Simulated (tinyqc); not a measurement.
# One-dimensional ballistic tunnel FET, two-band WKB: what changes with what

A p-type source for x < 0 with its Fermi level at 0 and its valence edge at ds; in the channel the bands fall as D exp(-x/lam) towards their flat values, with the conduction edge at Ec = ds - dP and D = dP + Eg. The gate moves dP one to one. The drain Fermi level lies at -Vd and the drain side reflects nothing. For w = E - Ec between 0 and dP an electron crosses the gap. Two-band dispersion with equal masses m: inside the gap kappa = sqrt(m u (1 - u/Eg)/C), u the distance from a band edge, C = hbar^2/(2 m0).

Parameters, values chosen for the exercise; band and dielectric values close to those of germanium: temperature T = 200 K; band gap Eg = 0.654 eV; band-edge mass of the two-band model m = 0.04 m0; screening length of the source junction lam = 5 nm; source valence edge above the source Fermi level ds = 0.06 eV; drain bias Vd = 0.1 V; number of degenerate subbands (spin apart) g = 1; tunnelling window Ev(source) - Ec(channel) dP = 0.32 eV.

Constants: q = 1.602176634e-19 C, kB = 1.380649e-23 J/K, hbar = 1.054571817e-34 J s, h = 6.62607015e-34 J s, m0 = 9.1093837015e-31 kg, Vt = kB T/q, hbar^2/(2 m0) = 0.0380998212 eV nm^2. Results are converted to the units shown.

Each table varies one quantity; the others keep the values above.

## Effect of the screening length

S(w) = 2 lam int_0^Eg kappa(u) du/(w + Eg - u) = 2 pi lam sqrt(m/(C Eg)) [w + Eg/2 - sqrt(w (w + Eg))], T(w) = exp(-S). I = g (2 q^2/h) int_0^dP T(w) [f(E) - f(E + Vd)] dw, E = ds - dP + w, f(x) = 1/(1 + exp(x/Vt)). Swing = d(dP)/d(log10 I).

Effect of the screening length:
```
lam (nm)	T(w = dP)	I (uA)	swing (mV/decade)
1	0.4935	3.161	1080
2	0.2435	1.307	551.5
3	0.1202	0.5441	375.0
4	0.05931	0.2282	286.5
5	0.02927	0.09633	233.2
6	0.01444	0.04092	197.5
7	0.007127	0.01748	172.0
8	0.003517	0.007510	152.7
```

I falls from 3.16 to 0.00751 uA, on average 0.375 decades a nanometre; S is proportional to lam, and at w = dP it gives 0.307. The swing falls from 1080 to 153 mV/decade. In 2 of the 8 rows S at w = dP is below 2, where a WKB prefactor of 1 is a rough guess.

## Transfer curve and swing

Same model as above.

Transfer curve and swing:
```
dP (eV)	T(w = dP)	I (uA)	swing (mV/decade)
0.011	4.321e-5	6.609e-7	11.15
0.016	7.252e-5	1.624e-6	14.53
0.025	1.470e-4	5.470e-6	19.71
0.039	3.273e-4	2.224e-5	26.37
0.06	7.727e-4	1.084e-4	34.96
0.092	0.001930	6.471e-4	48.67
0.14	0.004905	0.004073	74.34
0.22	0.01332	0.02611	133.2
0.33	0.03114	0.1061	244.5
0.51	0.07081	0.3509	488.4
```

I rises from 6.61e-7 to 0.351 uA and the swing rises from 11.1 to 488 mV/decade. The thermionic limit is Vt ln 10 = 39.7 mV/decade; the swing stays under it up to dP = 0.06 eV among the rows, where I is 1.08e-4 uA, 0.031 % of the last row. Leakage below the onset is not in the model.

Range of the model: The two-band model describes a direct gap; phonon-assisted tunnelling across an indirect gap is left out.

Computed by the program tinyqc: `OMP_NUM_THREADS=1 python tinyqc.py 2620047 2620048 out.jsonl`, one thread of a shared Intel Xeon 2.30GHz, about 0.01 s for the whole run.
